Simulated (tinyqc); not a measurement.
Carrier lifetime of a p-type layer with SRH, radiative, Auger and surface recombination: one step of the calculation.

Uniform excess density dn = dp (no trapping), n = n0 + dn, p = p0 + dn, Boltzmann statistics, full ionisation. Surfaces enter as a rate 2 S dn/d, which holds while diffusion to them is fast.

Question. New dn. With e = n p - ni^2 = dn (n0 + p0 + dn): U_SRH = e/(tp0 (n + n1) + tn0 (p + p1)), U_rad = B e, U_Aug = (Cn n + Cp p) e, U_s = 2 S dn/d. Newton step on ln U(ln dn) = ln G, U the sum: k = d ln U/d ln dn (central difference over factors 1.0001), dn(new) = dn (G/U)^(1/k).

Inputs (values chosen for the exercise); band and dielectric values close to those of In0.53Ga0.47As: radiative coefficient B = 9.94e-11 cm^3/s; Auger coefficient (two electrons) Cn = 2.7e-29 cm^6/s; Auger coefficient (two holes) Cp = 1e-29 cm^6/s; surface recombination velocity (both faces) S = 0 cm/s; sample thickness d = 200 um; generation rate G = 3.9e21 cm^-3 s^-1.

dn after iteration 1 = 6.4140933e15 cm^-3
n0 = 3.4216770e6 cm^-3
p0 = 3.9000000e14 cm^-3
n1 = 8.7958698e8 cm^-3
p1 = 1.5171371e12 cm^-3
tn0 = 0.0053333333 s
tp0 = 0.088888889 s

Wanted: U_SRH; U_rad; U_Aug; U_s; k; dn after iteration 2.

Answer.

U_SRH = 7.196e16 cm^-3 s^-1
U_rad = 4.338e21 cm^-3 s^-1
U_Aug = 1.053e19 cm^-3 s^-1
U_s = 0 cm^-3 s^-1
k = 1.945
dn after iteration 2 = 6.065e15 cm^-3

Program tinyqc, `OMP_NUM_THREADS=1 python tinyqc.py 2300012 2300013 out.jsonl`; Intel Xeon 2.30GHz, shared host, one thread, about 0.01 s.
